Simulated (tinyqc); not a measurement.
Ellipsometry and reflectance of a transparent film on an absorbing substrate: two steps of the calculation.

Air (index 1), film, substrate with N2 = n2 - i k2; time factor exp(+i w t). q_j = sqrt(N_j^2 - sin^2 th), root with positive real part. Fresnel coefficients r_s = (q_a - q_b)/(q_a + q_b), r_p = (N_b^2 q_a - N_a^2 q_b)/(N_b^2 q_a + N_a^2 q_b). tan(Psi) exp(i Delta) = R_p/R_s, Delta taken from 0 to 360 degrees.

Parameters, values chosen for the exercise; indices close to those of aluminium oxide on silicon:
- lam = 546.1 nm (wavelength)
- th = 70 degrees (angle of incidence)
- n1 = 1.662 (index of the transparent film)
- d = 220 nm (film thickness)
- n2 = 4.086 (index of the substrate)
- k2 = 0.031 (extinction coefficient of the substrate)

Problem 1. Interface coefficients and thickness period. q0, q1, q2 and the coefficients r01 and r12 for p and s; the results repeat in d with the period lam/(2 q1).

Wanted: q0; q1; q2; r01,p; r01,s; r12,p; r12,s; period.

Solution 1.

q0 = 0.3420
q1 = 1.371
q2 = 3.976-0.032i
r01,p = -0.1840
r01,s = -0.6006
r12,p = 0.3514-0.0031i
r12,s = -0.4873+0.0031i
period = 199.2 nm

Problem 2. Psi, Delta and reflectances. beta = 2 pi d q1/lam, X = exp(-2 i beta), R = (r01 + r12 X)/(1 + r01 r12 X) for p and s.

q1 = 1.3708471
r01,p = -0.18401530
r01,s = -0.60064606
r12,p = 0.35143274-0.00313923i
r12,s = -0.48729624+0.00305415i

Wanted: beta; X; R_p; R_s; Psi; Delta; |R_p|^2; |R_s|^2.

Solution 2.

beta = 3.4699 rad
X = 0.79204-0.61047i
R_p = 0.08759-0.23234i
R_s = -0.81828+0.12391i
Psi = 16.701 degrees
Delta = 119.27 degrees
|R_p|^2 = 0.061656
|R_s|^2 = 0.68494

The bare substrate gives Psi = 12.01 and Delta = 178.97 degrees.

Computed by the program tinyqc: `OMP_NUM_THREADS=1 python tinyqc.py 2870130 2870131 out.jsonl`, one thread of a shared Intel Xeon 2.30GHz, about 0.6 s for the whole run.
